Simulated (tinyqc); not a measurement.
Worked calculation: donors with valley-orbit split 1s states. Values are carried at full precision from step to step, so a last printed digit may differ when a step is redone from the rounded ones.

Each donor binds at most one electron, in any of its states. For a site s, W_s = sum over its states of g exp(E/kT), and the ionised share is 1/(1 + W_s exp(eta)), eta = (EF - Ec)/kT; n = Nc F_1/2(eta); neutrality n + NA = ND x (mean ionised share); holes are neglected. Nc from N = 2 (m kB T/(4 pi c))^(3/2) with c = hbar^2/2m0, in 1/angstrom^3; times 1e24 for 1/cm^3, m = md. F_j(eta) = (1/Gamma(j + 1)) integral_0^infinity x^j dx/(1 + exp(x - eta)), which tends to exp(eta) for eta << 0.

Constants: hbar^2/2m0 = 3.80998211 eV angstrom^2; kB = 8.617333262e-05 eV/K.

Inputs chosen for the exercise (near those of Sb in Si; not measured data): md = 1.085 m0 (density-of-states mass of the conduction band); E = (41.6, 32.2, 29.6) meV (binding energies of 1s(A1), 1s(T2), 1s(E)); g = (2, 6, 4) (their degeneracies with spin); T = 250 K; ND = 6.8e+16 1/cm^3 (donors); NA = 0 1/cm^3 (compensating acceptors, all ionised); mu0 = 60 cm^2/(V s) (mobility at heavy doping); mu1 = 1467 cm^2/(V s) (mobility at light doping and 300 K); Nr = 9.6e+16 1/cm^3 (reference doping); de = 0.72 (doping exponent); ga = 2.3 (temperature exponent).

## Partition sums of the neutral donor

Give each term g exp(E/kT), W_s, and the effective degeneracy W_s exp(-E_ground/kT).

Nc = 2.1575e+19 1/cm^3

terms: 1s(A1) 13.79, 1s(T2) 26.75, 1s(E) 15.80

W_s: donor 56.344

effective degeneracy: donor 8.170

The ground state alone would give 2 and all states together 12; here the excited states hold 76 % of the bound electrons.

## Neutrality

Solve for eta.

eta = -5.902
n = 5.89e+16 1/cm^3

ionised share: donor 0.867

n is 0.867 of ND - NA.

## Mobility and resistivity

Mobility (Caughey-Thomas form): mu = mu0 + (mu1 (T/300)^(-ga) - mu0)/(1 + ((ND + NA)/Nr)^de); rho = 1/(e n mu), e = 1.602176634e-19 C.

Compare with full ionisation, n = ND - NA.

mu = 1279.7 cm^2/(V s)
rho = 0.0828 ohm cm
rho at full ionisation = 0.0717 ohm cm

Incomplete ionisation raises rho by a factor 1.15.

## Checks

- n at ND = 1e13 1/cm^3 against the root of n^2 = (Nc/W)(ND - n) (1/cm^3): both 1.000e+13.

Run: tinyqc, `OMP_NUM_THREADS=1 python tinyqc.py 1650262 1650263 out.jsonl`; Intel(R) Xeon(R) Processor @ 2.30GHz, one thread, shared host; about 0.01 s of CPU time with all checks.
